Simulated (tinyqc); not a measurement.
## Junction parameters from two forward currents

Problem. D(v) = J1 (exp(v/Vt) - 1) + J2 (exp(v/(2 Vt)) - 1). Find J1, J2 and the voltage 2 Vt ln(J2/J1) near which both parts are equal.

Inputs (values chosen for the exercise):
```
symbol  value  unit      meaning
T         300     K  temperature
```

Constants: q = 1.602176634e-19 C, kB = 1.380649e-23 J/K, Vt = kB T/q. Results are converted to the units shown.

junction voltages (V): 0.33  0.65
currents (uA/um): 1.0155637e-5  0.033148815

Solution. The current is linear in J1 and J2, so two points give two equations.

J1 = 3.40e-13 uA/um
J2 = 1.70e-8 uA/um
crossover = 0.559 V

Computed by the program tinyqc: `OMP_NUM_THREADS=1 python tinyqc.py 2182064 2182065 out.jsonl`, one thread of a shared Intel Xeon 2.30GHz, about 0.2 s for the whole run.
